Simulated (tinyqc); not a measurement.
Worked calculation: Pariser-Parr-Pople SCF with singles CI, for the molecule c1ccc2[nH]ccc2c1 (SMILES; centres numbered as the heavy atoms are written). Computed by tinyqc, a small Python program that keeps every step. Settings: charge = 0, gamma = MN, start = huckel, damping = 0.3, iteration cap = 54, excitations kept = 9. Command: `OMP_NUM_THREADS=1 python tinyqc.py 30291 30292 out.jsonl` (the two numbers bound the seeds that draw the settings). One thread of a shared host (Intel(R) Xeon(R) Processor @ 2.60GHz), about 0.02 s of CPU time with the checks. Later iterations appear only in the table of the cycle.

## PPP integrals

Centres (angstrom, eV; a flat drawing with bonds scaled to 1.40 angstrom):

| centre | x | y | core charge z | W | gamma_rr |
|---|---|---|---|---|---|
| 1C | 2.152000 | -0.700000 | 1 | 11.160000 | 11.130000 |
| 2C | 2.152000 | 0.700000 | 1 | 11.160000 | 11.130000 |
| 3C | 0.939000 | 1.400000 | 1 | 11.160000 | 11.130000 |
| 4C | -0.273000 | 0.700000 | 1 | 11.160000 | 11.130000 |
| 5N | -1.605000 | 1.133000 | 2 | 25.600000 | 16.800000 |
| 6C | -2.427000 | 0.000000 | 1 | 11.160000 | 11.130000 |
| 7C | -1.605000 | -1.133000 | 1 | 11.160000 | 11.130000 |
| 8C | -0.273000 | -0.700000 | 1 | 11.160000 | 11.130000 |
| 9C | 0.939000 | -1.400000 | 1 | 11.160000 | 11.130000 |

Resonance integrals (eV):

| i | j | beta |
|---|---|---|
| 1 | 2 | -2.160000 |
| 2 | 3 | -2.160000 |
| 3 | 4 | -2.160000 |
| 4 | 5 | -2.030000 |
| 5 | 6 | -2.030000 |
| 6 | 7 | -2.160000 |
| 7 | 8 | -2.160000 |
| 8 | 9 | -2.160000 |
| 9 | 1 | -2.160000 |
| 8 | 4 | -2.160000 |

Mataga-Nishimoto: gamma = 14.399645/(R + a), a = 2 x 14.399645/(gamma_rr + gamma_ss); H_rr = -W_r - sum_(s != r) z_s gamma_rs; H_rs = beta for bonds.

repulsion gamma_rs (eV):
```
           1C         2C         3C         4C         5N         6C         7C         8C
1C  11.130000   5.345539   3.871994   3.517359   2.763090   2.429924   2.837012   3.872154
2C   5.345539  11.130000   5.344569   3.872154   2.991827   2.429924   2.630518   3.517359
3C   3.871994   5.344569  11.130000   5.346287   4.012053   2.915316   2.948476   3.872515
4C   3.517359   3.872154   5.346287  11.130000   5.921551   4.046371   4.045268   5.345539
5N   2.763090   2.991827   4.012053   5.921551  16.800000   5.923586   4.367335   4.367523
6C   2.429924   2.429924   2.915316   4.046371   5.923586  11.130000   5.345983   4.046371
7C   2.837012   2.630518   2.948476   4.045268   4.367335   5.345983  11.130000   5.344325
8C   3.872154   3.517359   3.872515   5.345539   4.367523   4.046371   5.344325  11.130000
9C   5.344569   3.871994   3.517455   3.872515   3.116055   2.915316   3.738477   5.346287

           9C
1C   5.344569
2C   3.871994
3C   3.517455
4C   3.872515
5N   3.116055
6C   2.915316
7C   3.738477
8C   5.346287
9C  11.130000
```

core matrix H (eV):
```
            1C          2C          3C          4C          5N          6C          7C          8C
1C  -43.904731   -2.160000    0.000000    0.000000    0.000000    0.000000    0.000000    0.000000
2C   -2.160000  -44.155711   -2.160000    0.000000    0.000000    0.000000    0.000000    0.000000
3C    0.000000   -2.160000  -47.000718   -2.160000    0.000000    0.000000    0.000000    0.000000
4C    0.000000    0.000000   -2.160000  -53.048595   -2.030000    0.000000    0.000000   -2.160000
5N    0.000000    0.000000    0.000000   -2.030000  -59.063020   -2.030000    0.000000    0.000000
6C    0.000000    0.000000    0.000000    0.000000   -2.030000  -47.136379   -2.160000    0.000000
7C    0.000000    0.000000    0.000000    0.000000    0.000000   -2.160000  -46.784730   -2.160000
8C    0.000000    0.000000    0.000000   -2.160000    0.000000    0.000000   -2.160000  -51.239597
9C   -2.160000    0.000000    0.000000    0.000000    0.000000    0.000000    0.000000   -2.160000

            9C
1C   -2.160000
2C    0.000000
3C    0.000000
4C    0.000000
5N    0.000000
6C    0.000000
7C    0.000000
8C   -2.160000
9C  -45.998724
```

## Starting guess

pi electrons, sum of z_r less the charge = 10

Orbitals of the Hueckel matrix of the beta values.

P at the start:
```
           1C         2C         3C         4C         5N         6C         7C         8C
1C   1.057469   0.597578  -0.050053  -0.228985   0.131941   0.112219  -0.166288  -0.074201
2C   0.597578   1.057841   0.721042  -0.074698  -0.173357   0.118014   0.124995  -0.227877
3C  -0.050053   0.721042   1.033197   0.559226  -0.091232  -0.150148   0.056425   0.074072
4C  -0.228985  -0.074698   0.559226   1.096225   0.557815  -0.147330  -0.201070   0.491079
5N   0.131941  -0.173357  -0.091232   0.557815   1.272218   0.651965  -0.290925  -0.212632
6C   0.112219   0.118014  -0.150148  -0.147330   0.651965   1.109992   0.668538  -0.139406
7C  -0.166288   0.124995   0.056425  -0.201070  -0.290925   0.668538   1.244003   0.560740
8C  -0.074201  -0.227877   0.074072   0.491079  -0.212632  -0.139406   0.560740   1.095362
9C   0.722149  -0.050425  -0.352449   0.074444   0.063619  -0.160302  -0.086977   0.554753

           9C
1C   0.722149
2C  -0.050425
3C  -0.352449
4C   0.074444
5N   0.063619
6C  -0.160302
7C  -0.086977
8C   0.554753
9C   1.033694
```

## Iteration 1: Fock matrix

F_rr = H_rr + P_rr gamma_rr / 2 + sum_(s != r) P_ss gamma_rs; F_rs = H_rs - P_rs gamma_rs / 2; E = tr P (H + F) / 2 + core repulsion sum_(r<s) z_r z_s gamma_rs.

F (eV):
```
           1C         2C         3C         4C          5N         6C         7C         8C
1C  -5.001082  -3.757188   0.096903   0.402711   -0.182283  -0.136341   0.235881   0.143658
2C  -3.757188  -5.218281  -4.086829   0.144621    0.259327  -0.143383  -0.164400   0.400763
3C   0.096903  -4.086829  -5.756155  -3.654891    0.183014   0.218864  -0.083184  -0.143423
4C   0.402711   0.144621  -3.654891  -6.693153   -3.681565   0.298076   0.406691  -3.472542
5N  -0.182283   0.259327   0.183014  -3.681565  -11.639861  -3.960984   0.635285   0.464337
6C  -0.136341  -0.143383   0.218864   0.298076   -3.960984  -6.739105  -3.946995   0.282044
7C   0.235881  -0.164400  -0.083184   0.406691    0.635285  -3.946995  -5.389642  -3.658388
8C   0.143658   0.400763  -0.143423  -3.472542    0.464337   0.282044  -3.658388  -5.244776
9C  -4.089789   0.097623   0.619861  -0.144143   -0.099120   0.233665   0.162581  -3.642936

           9C
1C  -4.089789
2C   0.097623
3C   0.619861
4C  -0.144143
5N  -0.099120
6C   0.233665
7C   0.162581
8C  -3.642936
9C  -4.912105
```

pi energy = -135.495398 eV

## Iteration 1: orbitals and new P

Diagonalise F (the basis is taken as orthonormal) and form P = 2 sum c c over the lowest orbitals; 0.3 of the old P is kept.

orbital energies (eV): -15.490843  -12.206852  -10.792400  -9.635353  -8.810759  -1.643009  -0.805833  0.446466  2.344423

P after iteration 1:
```
           1C         2C         3C         4C         5N         6C         7C         8C
1C   1.029362   0.601754  -0.034431  -0.253395   0.119368   0.058352  -0.149990  -0.033744
2C   0.601754   1.021657   0.722284  -0.060829  -0.134302   0.153005   0.068152  -0.248543
3C  -0.034431   0.722284   1.049087   0.566016  -0.117018  -0.087708   0.064508   0.033729
4C  -0.253395  -0.060829   0.566016   1.094676   0.477515  -0.243376  -0.126310   0.534898
5N   0.119368  -0.134302  -0.117018   0.477515   1.518147   0.541043  -0.289027  -0.204537
6C   0.058352   0.153005  -0.087708  -0.243376   0.541043   1.105035   0.741748  -0.077765
7C  -0.149990   0.068152   0.064508  -0.126310  -0.289027   0.741748   1.126975   0.536334
8C  -0.033744  -0.248543   0.033729   0.534898  -0.204537  -0.077765   0.536334   1.052396
9C   0.726296  -0.014245  -0.353181   0.054457   0.066537  -0.172054  -0.046999   0.553573

           9C
1C   0.726296
2C  -0.014245
3C  -0.353181
4C   0.054457
5N   0.066537
6C  -0.172054
7C  -0.046999
8C   0.553573
9C   1.002664
```

## Iteration 2: Fock matrix

As before.

F (eV):
```
           1C         2C         3C         4C          5N         6C         7C         8C
1C  -5.291578  -3.768351   0.066658   0.445641   -0.164912  -0.070895   0.212762   0.065331
2C  -3.768351  -5.346344  -4.090149   0.117769    0.200904  -0.185895  -0.089638   0.437107
3C   0.066658  -4.090149  -5.626576  -3.673042    0.234742   0.127849  -0.095100  -0.065307
4C   0.445641   0.117769  -3.673042  -6.242810   -3.443814   0.492394   0.255479  -3.589660
5N  -0.164912   0.200904   0.234742  -3.443814  -10.530198  -3.632458   0.631140   0.446660
6C  -0.070895  -0.185895   0.127849   0.492394   -3.632458  -6.316016  -4.142685   0.157332
7C   0.212762  -0.089638  -0.095100   0.255479    0.631140  -4.142685  -5.473306  -3.593173
8C   0.065331   0.437107  -0.065307  -3.589660    0.446660   0.157332  -3.593173  -5.404013
9C  -4.100869   0.027578   0.621149  -0.105443   -0.103667   0.250796   0.087852  -3.639780

           9C
1C  -4.100869
2C   0.027578
3C   0.621149
4C  -0.105443
5N  -0.103667
6C   0.250796
7C   0.087852
8C  -3.639780
9C  -5.240545
```

pi energy = -136.277895 eV

## Iteration 2: orbitals and new P

As before.

orbital energies (eV): -14.484010  -12.147982  -10.851198  -9.627342  -8.859253  -1.443726  -0.661489  0.419724  2.183889

P after iteration 2:
```
           1C         2C         3C         4C         5N         6C         7C         8C
1C   1.022271   0.602966  -0.029140  -0.262407   0.113760   0.044310  -0.140084  -0.025952
2C   0.602966   1.013047   0.723106  -0.049305  -0.120105   0.159714   0.050666  -0.258487
3C  -0.029140   0.723106   1.046010   0.568229  -0.125161  -0.070276   0.066080   0.027531
4C  -0.262407  -0.049305   0.568229   1.084439   0.451400  -0.267157  -0.105073   0.553453
5N   0.113760  -0.120105  -0.125161   0.451400   1.599338   0.502853  -0.286594  -0.200680
6C   0.044310   0.159714  -0.070276  -0.267157   0.502853   1.094205   0.770591  -0.062856
7C  -0.140084   0.050666   0.066080  -0.105073  -0.286594   0.770591   1.099120   0.519855
8C  -0.025952  -0.258487   0.027531   0.553453  -0.200680  -0.062856   0.519855   1.042828
9C   0.727969  -0.007378  -0.352802   0.044929   0.065968  -0.173539  -0.035181   0.554178

           9C
1C   0.727969
2C  -0.007378
3C  -0.352802
4C   0.044929
5N   0.065968
6C  -0.173539
7C  -0.035181
8C   0.554178
9C   0.998743
```

## Iteration 3: Fock matrix

As before.

F (eV):
```
           1C         2C         3C         4C          5N         6C         7C         8C
1C  -5.364001  -3.771590   0.056415   0.461490   -0.157165  -0.053835   0.198710   0.050245
2C  -3.771590  -5.393771  -4.092346   0.095458    0.179667  -0.194047  -0.066639   0.454596
3C   0.056415  -4.092346  -5.610715  -3.678959    0.251076   0.102439  -0.097418  -0.053308
4C   0.461490   0.095458  -3.678959  -6.116578   -3.366494   0.540509   0.212524  -3.639253
5N  -0.157165   0.179667   0.251076  -3.366494  -10.206334  -3.519346   0.625825   0.438238
6C  -0.053835  -0.194047   0.102439   0.540509   -3.519346  -6.182956  -4.219784   0.127169
7C   0.198710  -0.066639  -0.097418   0.212524    0.625825  -4.219784  -5.490680  -3.549136
8C   0.050245   0.454596  -0.053308  -3.639253    0.438238   0.127169  -3.549136  -5.440696
9C  -4.105340   0.014283   0.620482  -0.086994   -0.102780   0.252961   0.065762  -3.641399

           9C
1C  -4.105340
2C   0.014283
3C   0.620482
4C  -0.086994
5N  -0.102780
6C   0.252961
7C   0.065762
8C  -3.641399
9C  -5.317943
```

pi energy = -136.518551 eV

## Iteration 3: orbitals and new P

As before.

orbital energies (eV): -14.239899  -12.102879  -10.854416  -9.613410  -8.867016  -1.410994  -0.617962  0.432031  2.150871

P after iteration 3:
```
           1C         2C         3C         4C         5N         6C         7C         8C
1C   1.020701   0.603470  -0.027687  -0.266035   0.111633   0.040454  -0.134356  -0.025030
2C   0.603470   1.010976   0.723479  -0.042909  -0.113912   0.159592   0.044397  -0.263528
3C  -0.027687   0.723479   1.042898   0.568809  -0.128646  -0.064893   0.066194   0.028010
4C  -0.266035  -0.042909   0.568809   1.077164   0.442211  -0.271114  -0.098705   0.562176
5N   0.111633  -0.113912  -0.128646   0.442211   1.628066   0.487841  -0.285183  -0.199178
6C   0.040454   0.159592  -0.064893  -0.271114   0.487841   1.087363   0.783543  -0.059608
7C  -0.134356   0.044397   0.066194  -0.098705  -0.285183   0.783543   1.092858   0.509182
8C  -0.025030  -0.263528   0.028010   0.562176  -0.199178  -0.059608   0.509182   1.041129
9C   0.728505  -0.006305  -0.352360   0.040533   0.064642  -0.172818  -0.030929   0.555166

           9C
1C   0.728505
2C  -0.006305
3C  -0.352360
4C   0.040533
5N   0.064642
6C  -0.172818
7C  -0.030929
8C   0.555166
9C   0.998846
```

## Convergence

Stop when output and input P, before any damping, agree to 1e-7.

Course of the cycle:

| iteration | E (eV) | largest \|P(out) - P(in)\| |
|---|---|---|
| 1 | -135.49539770 | 3.51e-01 |
| 2 | -136.27789532 | 1.16e-01 |
| 3 | -136.51855107 | 4.10e-02 |
| 4 | -136.59417427 | 1.57e-02 |
| 5 | -136.61808225 | 6.54e-03 |
| 6 | -136.62568688 | 3.82e-03 |
| 7 | -136.62812737 | 2.40e-03 |
| 8 | -136.62892006 | 1.51e-03 |
| 9 | -136.62918149 | 9.49e-04 |
| 10 | -136.62926932 | 5.99e-04 |
| 11 | -136.62929948 | 3.79e-04 |
| ... | ... | ... |
| 23 | -136.62931637 | 2.93e-06 |
| 24 | -136.62931637 | 2.07e-06 |
| 25 | -136.62931637 | 1.46e-06 |
| 26 | -136.62931637 | 1.04e-06 |
| 27 | -136.62931637 | 7.41e-07 |
| 28 | -136.62931637 | 5.29e-07 |
| 29 | -136.62931637 | 3.78e-07 |
| 30 | -136.62931637 | 2.70e-07 |
| 31 | -136.62931637 | 1.92e-07 |
| 32 | -136.62931637 | 1.37e-07 |
| 33 | -136.62931637 | 9.78e-08 |

Converged in 33 iterations.

## Converged orbitals

Charges are z - P_rr.

orbital energies (eV): -14.127965  -12.067936  -10.844568  -9.607294  -8.875997  -1.393821  -0.600266  0.439035  2.137589

coefficients:
```
         MO1        MO2        MO3        MO4        MO5        MO6        MO7        MO8
1C  0.125004   0.463218   0.028026  -0.488237  -0.202924  -0.147870   0.551007   0.179694
2C  0.143925   0.430224  -0.312488  -0.322484   0.311999  -0.387870  -0.314359  -0.367884
3C  0.242370   0.298134  -0.422158   0.182765   0.401619   0.465352  -0.180952   0.346484
4C  0.471463   0.073358  -0.230653   0.493630  -0.097123  -0.014984   0.543159  -0.148677
5N  0.589741  -0.450171  -0.276354  -0.255348  -0.363294  -0.194548  -0.283765   0.223765
6C  0.349240  -0.299913   0.244665  -0.370962   0.361895   0.434487   0.183080  -0.479950
7C  0.256737  -0.035531   0.497215  -0.009493   0.480638  -0.274020   0.039355   0.552099
8C  0.338115   0.242172   0.423767   0.401960  -0.082449  -0.257608  -0.268463  -0.311777
9C  0.180667   0.391867   0.327282  -0.126797  -0.435875   0.492786  -0.286603   0.088173

          MO9
1C   0.362905
2C  -0.332569
3C   0.331824
4C  -0.385598
5N   0.086911
6C   0.083616
7C  -0.270276
8C   0.493400
9C  -0.409716
```

pi charges: 1C -0.021071, 2C -0.009589, 3C -0.041091, 4C -0.067927, 5N 0.351992, 6C -0.080717, 7C -0.091004, 8C -0.041835, 9C 0.001243

## Singles CI, singlets

Over the 9 single excitations with the smallest orbital gaps: A = (e_a - e_i) delta + 2 (ia|jb) - (ij|ab), with (pq|rs) = sum c_mp c_mq gamma_mn c_nr c_ns. f = 2/3 w |mu|^2 in atomic units, mu = sqrt2 sum c_ia sum_m c_mi c_ma R_m.

singlet CI matrix (eV):
```
           5>6        4>6        5>7        4>7        5>8        3>6        4>8        3>7
5>6   4.749513  -0.037862  -0.010260   0.486290  -0.140728  -0.207355   0.179118   0.212106
4>6  -0.037862   4.946470  -0.653839   0.068989  -0.209813  -0.084438  -0.075932   0.431916
5>7  -0.010260  -0.653839   5.007354   0.060268   0.000397  -0.025189  -0.157506   0.106228
4>7   0.486290   0.068989   0.060268   6.014505  -0.020244  -0.063626   0.043808  -0.071572
5>8  -0.140728  -0.209813   0.000397  -0.020244   6.210607  -0.167448  -0.117109  -0.000645
3>6  -0.207355  -0.084438  -0.025189  -0.063626  -0.167448   6.160201   0.108804   0.032517
4>8   0.179118  -0.075932  -0.157506   0.043808  -0.117109   0.108804   6.614892   0.432416
3>7   0.212106   0.431916   0.106228  -0.071572  -0.000645   0.032517   0.432416   6.663791
2>6  -0.075891  -0.035306   0.189233   0.066752   0.122754  -0.173688   0.157646  -0.205397

           2>6
5>6  -0.075891
4>6  -0.035306
5>7   0.189233
4>7   0.066752
5>8   0.122754
3>6  -0.173688
4>8   0.157646
3>7  -0.205397
2>6   7.338750
```

singlet excitation energies (eV): 4.182008  4.546055  5.554483  5.961735  6.168786  6.275652  6.406596  7.137069  7.473698

oscillator strengths: 0.015873  0.199833  1.094105  0.134168  0.216568  0.692697  0.011339  0.380528  0.094812

## Singles CI, triplets

Over the 9 single excitations with the smallest orbital gaps: A = (e_a - e_i) delta - (ij|ab), with (pq|rs) = sum c_mp c_mq gamma_mn c_nr c_ns.

triplet CI matrix (eV):
```
           5>6        4>6        5>7        4>7        5>8        3>6        4>8        3>7
5>6   2.631135  -0.008534  -0.011557   0.256503   0.222544   0.337372  -0.214396  -0.407776
4>6  -0.008534   3.631739   0.256503  -0.068328  -0.214396   0.017662  -0.120841  -0.166943
5>7  -0.011557   0.256503   3.767927  -0.225756   0.189028  -0.407776  -0.019490   0.325247
4>7   0.256503  -0.068328  -0.225756   3.646596  -0.019490  -0.166943  -0.017432  -0.002034
5>8   0.222544  -0.214396   0.189028  -0.019490   4.354827   1.242036   0.251513   0.347788
3>6   0.337372   0.017662  -0.407776  -0.166943   1.242036   4.623655  -0.164382  -0.067475
4>8  -0.214396  -0.120841  -0.019490  -0.017432   0.251513  -0.164382   5.478580  -0.250047
3>7  -0.407776  -0.166943   0.325247  -0.002034   0.347788  -0.067475  -0.250047   5.666649
2>6   0.015833  -0.063815  -0.332487  -0.376845  -0.351517   0.018000   0.642249   0.080000

           2>6
5>6   0.015833
4>6  -0.063815
5>7  -0.332487
4>7  -0.376845
5>8  -0.351517
3>6   0.018000
4>8   0.642249
3>7   0.080000
2>6   5.896111
```

triplet excitation energies (eV): 2.414470  2.864630  3.503798  3.549121  4.061374  5.157824  5.769461  5.891976  6.484564
